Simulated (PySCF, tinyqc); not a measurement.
Worked calculation: G0W0 on RHF in the sto-3g basis, for Be, spin multiplicity 1. The lowest restricted solution is unstable here: a spin-polarised one lies 0.0012 hartree lower (PySCF). Computed by tinyqc, a small Python program that keeps every step (integrals from PySCF). Settings: charge = 0, multiplicity = 1, basis = sto-3g, method = RHF, energy threshold = 1e-10, iteration cap = 72, orthogonalisation = canonical, start = core, DIIS depth = 6. Command: `OMP_NUM_THREADS=1 python tinyqc.py 21960 21961 out.jsonl` (the two numbers bound the seeds that draw the settings). One thread of a shared host (Intel(R) Xeon(R) Processor @ 2.60GHz), about 0.04 s of CPU time with the checks. The early iterations of the SCF are left out here.

## One-electron integrals

Geometry (angstrom):
```
atom        x        y        z
Be    0.00000  0.00000  0.00000
```

Basis sto-3g: exponents (1/bohr^2) and contraction coefficients of normalised primitives:
```
element  l (shell)  exponent  coefficient
Be           s (1)  30.16787      0.15433
Be           s (1)   5.49512      0.53533
Be           s (1)   1.48719      0.44463
Be           s (2)   1.31483     -0.09997
Be           s (2)   0.30554      0.39951
Be           s (2)   0.09937      0.70012
Be           p (3)   1.31483      0.15592
Be           p (3)   0.30554      0.60768
Be           p (3)   0.09937      0.39196
```

Overlap, kinetic and nuclear-attraction integrals over the contracted functions; the nuclear repulsion is the sum of Za Zb / Rab.

nuclear repulsion = 0 hartree

overlap S, order 1Be 1s, 1Be 2s, 1Be 2px, 1Be 2py, 1Be 2pz:
```
[[1.00000, 0.25952, 0.00000, 0.00000, 0.00000],
 [0.25952, 1.00000, 0.00000, 0.00000, 0.00000],
 [0.00000, 0.00000, 1.00000, 0.00000, 0.00000],
 [0.00000, 0.00000, 0.00000, 1.00000, 0.00000],
 [0.00000, 0.00000, 0.00000, 0.00000, 1.00000]]
```

kinetic energy T (hartree), order 1Be 1s, 1Be 2s, 1Be 2px, 1Be 2py, 1Be 2pz:
```
[[6.69397, -0.03301, 0.00000, 0.00000, 0.00000],
 [-0.03301, 0.21111, 0.00000, 0.00000, 0.00000],
 [0.00000, 0.00000, 0.66059, 0.00000, 0.00000],
 [0.00000, 0.00000, 0.00000, 0.66059, 0.00000],
 [0.00000, 0.00000, 0.00000, 0.00000, 0.66059]]
```

nuclear attraction V (hartree), order 1Be 1s, 1Be 2s, 1Be 2px, 1Be 2py, 1Be 2pz:
```
[[-14.56109, -1.89925, 0.00000, 0.00000, 0.00000],
 [-1.89925, -2.31327, 0.00000, 0.00000, 0.00000],
 [0.00000, 0.00000, -2.29475, 0.00000, 0.00000],
 [0.00000, 0.00000, 0.00000, -2.29475, 0.00000],
 [0.00000, 0.00000, 0.00000, 0.00000, -2.29475]]
```

core Hamiltonian H = T + V (hartree), order 1Be 1s, 1Be 2s, 1Be 2px, 1Be 2py, 1Be 2pz:
```
[[-7.86712, -1.93226, 0.00000, 0.00000, 0.00000],
 [-1.93226, -2.10216, 0.00000, 0.00000, 0.00000],
 [0.00000, 0.00000, -1.63416, 0.00000, 0.00000],
 [0.00000, 0.00000, 0.00000, -1.63416, 0.00000],
 [0.00000, 0.00000, 0.00000, 0.00000, -1.63416]]
```

## Two-electron integrals

Functions are numbered as in S; the eight-fold symmetry (ij|kl) = (ji|kl) = (kl|ij) leaves the list below.

Two-electron integrals (ij|kl) in chemists' order, unique and non-zero (hartree):
```
(11|11) 2.29883   (21|11) 0.39204   (21|21) 0.07954   (22|11) 0.57099
(22|21) 0.14304   (22|22) 0.41768   (31|31) 0.01461   (32|31) 0.02189
(32|32) 0.09226   (33|11) 0.56958   (33|21) 0.14308   (33|22) 0.41759
(33|33) 0.44986   (41|41) 0.01461   (42|41) 0.02189   (42|42) 0.09226
(43|43) 0.02425   (44|11) 0.56958   (44|21) 0.14308   (44|22) 0.41759
(44|33) 0.40136   (44|44) 0.44986   (51|51) 0.01461   (52|51) 0.02189
(52|52) 0.09226   (53|53) 0.02425   (54|54) 0.02425   (55|11) 0.56958
(55|21) 0.14308   (55|22) 0.41759   (55|33) 0.40136   (55|44) 0.40136
(55|55) 0.44986
```

## Orthogonalisation

S = U s U^T; canonical form X = U s^(-1/2), so that X^T S X = 1. Each column of U has its largest component positive (the first on a tie).

eigenvalues of S: [0.74048, 1.00000, 1.00000, 1.00000, 1.25952]

X, order 1Be 1s, 1Be 2s, 1Be 2px, 1Be 2py, 1Be 2pz:
```
[[0.82173, 0.00000, 0.00000, 0.00000, 0.63006],
 [-0.82173, 0.00000, 0.00000, 0.00000, 0.63006],
 [0.00000, 1.00000, 0.00000, 0.00000, 0.00000],
 [0.00000, 0.00000, 1.00000, 0.00000, 0.00000],
 [0.00000, 0.00000, 0.00000, 1.00000, 0.00000]]
```

Within a degenerate level the vectors are fixed only up to a rotation; this is one choice.

## Iteration 2 (converged): orbitals

converged F (hartree), order 1Be 1s, 1Be 2s, 1Be 2px, 1Be 2py, 1Be 2pz:
```
[[-4.48130, -1.26606, 0.00000, 0.00000, 0.00000],
 [-1.26606, -0.59476, 0.00000, 0.00000, 0.00000],
 [0.00000, 0.00000, 0.22109, 0.00000, 0.00000],
 [0.00000, 0.00000, 0.00000, 0.22109, 0.00000],
 [0.00000, 0.00000, 0.00000, 0.00000, 0.22109]]
```

Diagonalise F' = X^T F X, C = X C', fill 2 alpha and 2 beta electrons from the bottom; D = 2 C_occ C_occ^T. Each column has its largest component positive (the first on a tie).

F' = X^T F X (hartree):
```
[[-1.71776, 0.00000, 0.00000, 0.00000, -2.01221],
 [0.00000, 0.22109, 0.00000, 0.00000, 0.00000],
 [0.00000, 0.00000, 0.22109, 0.00000, 0.00000],
 [0.00000, 0.00000, 0.00000, 0.22109, 0.00000],
 [-2.01221, 0.00000, 0.00000, 0.00000, -3.02027]]
```

orbital energies (hartree): [-4.48399, -0.25404, 0.22109, 0.22109, 0.22109]

coefficients C, order 1Be 1s, 1Be 2s, 1Be 2px, 1Be 2py, 1Be 2pz:
```
[[0.99290, -0.29388, 0.00000, 0.00000, 0.00000],
 [0.02614, 1.03515, 0.00000, 0.00000, 0.00000],
 [0.00000, 0.00000, 0.00000, 0.00000, 1.00000],
 [0.00000, 0.00000, 1.00000, 0.00000, 0.00000],
 [0.00000, 0.00000, 0.00000, 1.00000, 0.00000]]
```

D after iteration 2, order 1Be 1s, 1Be 2s, 1Be 2px, 1Be 2py, 1Be 2pz:
```
[[2.14443, -0.55652, 0.00000, 0.00000, 0.00000],
 [-0.55652, 2.14443, 0.00000, 0.00000, 0.00000],
 [0.00000, 0.00000, 0.00000, 0.00000, 0.00000],
 [0.00000, 0.00000, 0.00000, 0.00000, 0.00000],
 [0.00000, 0.00000, 0.00000, 0.00000, 0.00000]]
```

Within a degenerate level the vectors are fixed only up to a rotation; this is one choice.

## Convergence

Stop when the energy changes by less than 1e-10 hartree and every element of the error matrix X^T (F D S - S D F) X is below 3e-06.

Course of the cycle:
```
iteration  E (hartree)    change  largest element of the error matrix
1          -14.3518805         -                             1.38e-15
2          -14.3518805  3.55e-15                             9.20e-16
```

PySCF RHF in the same basis = -14.3518805 hartree

Converged in 2 iterations.

## Integrals over molecular orbitals

(pq|rs) = sum C_ip C_jq C_kr C_ls (ij|kl), one index at a time.

one-electron integrals over orbitals h = C^T H C (hartree):
```
[[-7.85750, 0.26757, 0.00000, 0.00000, 0.00000],
 [0.26757, -1.75635, 0.00000, 0.00000, 0.00000],
 [0.00000, 0.00000, -1.63416, 0.00000, 0.00000],
 [0.00000, 0.00000, 0.00000, -1.63416, 0.00000],
 [0.00000, 0.00000, 0.00000, 0.00000, -1.63416]]
```

Two-electron integrals over orbitals (pq|rs), unique and non-zero (hartree):
```
(11|11) 2.27533    (21|11) -0.25333   (21|21) 0.04430    (22|11) 0.57124
(22|21) -0.01424   (22|22) 0.40414    (31|31) 0.01560    (32|31) 0.02056
(32|32) 0.08681    (33|11) 0.56923    (33|21) -0.00894   (33|22) 0.40960
(33|33) 0.44986    (41|41) 0.01560    (42|41) 0.02056    (42|42) 0.08681
(43|43) 0.02425    (44|11) 0.56923    (44|21) -0.00894   (44|22) 0.40960
(44|33) 0.40136    (44|44) 0.44986    (51|51) 0.01560    (52|51) 0.02056
(52|52) 0.08681    (53|53) 0.02425    (54|54) 0.02425    (55|11) 0.56923
(55|21) -0.00894   (55|22) 0.40960    (55|33) 0.40136    (55|44) 0.40136
(55|55) 0.44986
```

## Screening: direct RPA

With D = e_a - e_i and K = (ia|jb): diagonalise D^(1/2) (D + 4K) D^(1/2) = Z w^2 Z^T; X + Y = D^(1/2) Z w^(-1/2), each column of Z with its largest component positive (the first on a tie); E_c = (sum w - tr (D + 2K)) / 2.

D^(1/2) (D + 4K) D^(1/2) (hartree^2), order 1>3, 1>4, 1>5, 2>3, 2>4, 2>5:
```
[[22.43134, 0.00000, 0.00000, 0.12298, 0.00000, 0.00000],
 [0.00000, 22.43134, 0.00000, 0.00000, 0.12298, 0.00000],
 [0.00000, 0.00000, 22.43134, 0.00000, 0.00000, 0.12298],
 [0.12298, 0.00000, 0.00000, 0.39072, 0.00000, 0.00000],
 [0.00000, 0.12298, 0.00000, 0.00000, 0.39072, 0.00000],
 [0.00000, 0.00000, 0.12298, 0.00000, 0.00000, 0.39072]]
```

excitation energies w (hartree): [0.62453, 0.62453, 0.62453, 4.73625, 4.73625, 4.73625]

X + Y, order 1>3, 1>4, 1>5, 2>3, 2>4, 2>5:
```
[[-0.01529, -0.00076, 0.00028, 0.00000, 0.99669, 0.00000],
 [-0.00027, -0.00030, -0.01531, 0.99669, 0.00000, 0.00000],
 [0.00076, -0.01529, 0.00028, 0.00000, 0.00000, 0.99669],
 [0.87099, 0.04321, -0.01618, 0.00000, 0.00177, 0.00000],
 [0.01536, 0.01696, 0.87191, 0.00177, 0.00000, 0.00000],
 [-0.04351, 0.87097, -0.01618, 0.00000, 0.00000, 0.00177]]
```

RPA correlation energy = -0.0363645 hartree

Within a degenerate level the vectors are fixed only up to a rotation; this is one choice.

## G0W0 on Hartree-Fock: HOMO

W(p,q,m) = sqrt2 sum_ia (pq|ia) (X+Y)_ia,m; Sigma_c(x) = sum_(i,m) W^2/(x - e_i + w_m) + sum_(a,m) W^2/(x - e_a - w_m); solve x = e_p + Sigma_c(x) by Newton steps; Z = 1/(1 - dSigma/dx); 1 hartree = 27.211386 eV.

The 12 largest terms at x = e_p (hartree; W for the signs of X + Y given):
```
q  m         W       term
4  3   0.10660   -0.01033
3  1   0.10648   -0.01031
5  2   0.10648   -0.01031
3  5   0.02920   -0.00016
4  4   0.02920   -0.00016
5  6   0.02920   -0.00016
5  1  -0.00532  -2.57e-05
3  2   0.00528  -2.54e-05
4  2   0.00207  -3.91e-06
5  3  -0.00198  -3.56e-06
3  3  -0.00198  -3.56e-06
4  1   0.00188  -3.20e-06
```

Newton steps (hartree):
```
step         x  Sigma_c(x)        Z
0     -0.25404    -0.03151  0.97248
1     -0.28468    -0.03067  0.97391
2     -0.28470    -0.03067  0.97391
```

quasiparticle energy of the HOMO = -7.74720 eV

Hartree-Fock value = -6.91272 eV

## G0W0 on Hartree-Fock: LUMO

As before.

The 12 largest terms at x = e_p (hartree; W for the signs of X + Y given):
```
q  m         W      term
2  1   0.10648   0.01031
2  5   0.02920   0.00016
1  1   0.02499   0.00012
1  5   0.02204   0.00005
2  2   0.00528  2.54e-05
2  3  -0.00198  3.56e-06
1  2   0.00124  2.88e-07
1  3  -0.00046  4.04e-08
```

Newton steps (hartree):
```
step        x  Sigma_c(x)        Z
0     0.22109     0.01067  0.99063
1     0.23166     0.01057  0.99080
2     0.23166     0.01057  0.99080
```

quasiparticle energy of the LUMO = 6.30378 eV

Hartree-Fock value = 6.01606 eV
